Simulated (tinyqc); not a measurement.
Inside a calculation. Method: lattice vibrations of a chain. One step of it, computed by the program tinyqc.

Task: Dynamical matrix at q = 0.23. q is in units of 2 pi/a. A spring k from atom i to atom j, n cells on, adds k to Phi_ii and Phi_jj, -k exp(2 pi i q n) to Phi_ij and the conjugate to Phi_ji (for one atom a cell: 2k (1 - cos 2 pi q n)); D_ij = Phi_ij / sqrt(m_i m_j).

A chain moving along its axis:
```
atom                mass (u)  spring to the next atom (eV/angstrom^2)
1                  32.600000                                 9.100000
2                  48.600000                                23.300000
3                   5.300000                                18.100000
4                  99.400000                                20.900000
second neighbours          -                                 0.900000
```

Give: D(q).

Result:

D(q) (eV/(angstrom^2 u)):
```
               1              2              3              4
1          0.975         -0.229  -0.077+0.068i  -0.046+0.364i
2         -0.229          0.704         -1.452  -0.015+0.013i
3  -0.077-0.068i         -1.452          8.151         -0.789
4  -0.046-0.364i  -0.015-0.013i         -0.789          0.410
```
